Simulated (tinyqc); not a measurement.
Band folding and unfolding in a supercell of a chain: one step. Moments of the spectral function. Two cases, with inputs chosen for the exercise.

Task: For each k_m: mean sum_i W E_i and variance sum_i W E_i^2 less the mean squared. The mean must be E0 plus the average of v, and the variance that of v.

A chain with hopping -t and n = 5 sites a supercell. H(K) has v_j on the diagonal, -t between neighbours and -t exp(2 pi i K) on the bond that closes the cell (from the last site to the first of the next cell). The point K holds the n wave vectors k_m = (K + m)/n of the primitive zone, in 2 pi/a, m = 0 to n - 1, with E0 = -2t cos(2 pi k_m). The unfolding weight of a state c on k_m is |sum_j c_j exp(-2 pi i k_m j)|^2/n, j = 0 to n - 1.

Give: Moments.

Case 1.

levels (eV): -3.162960  -1.329487  -0.796527  2.148965  2.510008

weights:
```
,level 1,level 2,level 3,level 4,level 5
m=0,0.99670,0.00132,0.00148,0.00014,0.00036
m=1,0.00110,0.02509,0.97235,0.00044,0.00103
m=2,0.00018,0.00035,0.00087,0.06620,0.93241
m=3,0.00021,0.00041,0.00106,0.93290,0.06542
m=4,0.00182,0.97283,0.02424,0.00032,0.00078
```

Result:

Moments:
```
m,mean (eV),variance (eV^2)
0,-3.154,0.028
1,-0.808,0.028
2,2.481,0.028
3,2.167,0.028
4,-1.316,0.028
```

The average of v is -0.1260 eV and its variance 0.0282 eV^2: the virtual crystal gives the mean, and the variance is the spread of weight over several levels that it leaves out.

Case 2.

levels (eV): -1.727067  -1.056138  0.323971  1.309107  2.350126

weights:
```
,level 1,level 2,level 3,level 4,level 5
m=0,0.91367,0.06592,0.00744,0.00469,0.00829
m=1,0.00467,0.03047,0.90157,0.03362,0.02967
m=2,0.00119,0.00475,0.01364,0.11939,0.86103
m=3,0.00205,0.00940,0.06347,0.83524,0.08984
m=4,0.07842,0.88947,0.01388,0.00705,0.01117
```

Result:

Moments:
```
m,mean (eV),variance (eV^2)
0,-1.620,0.230
1,0.366,0.230
2,2.177,0.230
3,1.312,0.230
4,-1.035,0.230
```

The average of v is 0.2400 eV and its variance 0.2304 eV^2: the virtual crystal gives the mean, and the variance is the spread of weight over several levels that it leaves out.

Computed by tinyqc, one run a case: `OMP_NUM_THREADS=1 python tinyqc.py N N+1 out.jsonl` with N = 1480526, 1480701; one thread of a shared Intel(R) Xeon(R) Processor @ 2.30GHz, about 0.01 s a run at most.
